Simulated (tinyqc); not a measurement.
Electron density from the centroid.

Question. In the Fang-Howard model the centroid is 3/b with b^3 = 6 (mz1/C) q (Nd + 11 Ns/32)/(eps0 eps_r), C = hbar^2/(2 m0), the field in eV/nm. Find b and Ns.

Parameters, values chosen for the exercise; masses and permittivity close to those of germanium (111): relative permittivity eps_r = 16; mass along z of valley set A (1 valley(s)) mz1 = 1.6 m0; sheet density of depletion charge Nd = 2.1e11 cm^-2.

Constants: q = 1.602176634e-19 C, hbar = 1.054571817e-34 J s, m0 = 9.1093837015e-31 kg, eps0 = 8.8541878128e-14 F/cm where lengths are in cm, hbar^2/(2 m0) = 0.0380998212 eV nm^2. Results are converted to the units shown.

centroid = 2.9711322 nm

Solution. b = 3/centroid gives Nd + 11 Ns/32, from which the depletion charge is taken off.

b = 1.01 1/nm
Ns = 4.40e11 cm^-2

Numbers from tinyqc (`OMP_NUM_THREADS=1 python tinyqc.py 2160011 2160012 out.jsonl`; about 0.9 s on one thread of a shared Intel Xeon 2.30GHz).
